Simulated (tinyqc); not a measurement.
Nudged elastic band on a two-dimensional model surface: one step, computed by the program tinyqc. Command: `OMP_NUM_THREADS=1 python tinyqc.py 3024596 3024597 out.jsonl neb walk`. One thread of a shared host (Intel(R) Xeon(R) Processor @ 2.30GHz), about 0.3 s of CPU time with the checks.

V(x, y) = h u^2 + t x + (kappa/2)(y + c u)^2 with u = x^2/w^2 - 1; the path runs from the minimum near (-w, 0) to that near (w, 0).

Question. Stationary points. Newton steps x(new) = x - H^-1 grad V (moves limited to 0.3 angstrom) from (-w, 0), (w, 0) and (0, c) give the two minima and the saddle.

Inputs (values chosen for the exercise, for a model surface): height h = 1.4 eV; half width w = 1.5 angstrom; transverse stiffness kappa = 3.4 eV/angstrom^2; curvature c = 0.52 angstrom; tilt t = 0.23 eV/angstrom.

Surface: curved double well. Climbing image: off.

Give: positions; energies; barrier from the start.

Answer.

positions (angstrom), rows start, end, saddle, columns x, y:
$$\begin{pmatrix}
-1.5442 & -0.0311 \\
1.4515 & 0.0331 \\
0.0928 & 0.5180
\end{pmatrix}$$

energies (eV): start -0.3502, end 0.3395, saddle 1.4106

barrier from the start = 1.7608 eV
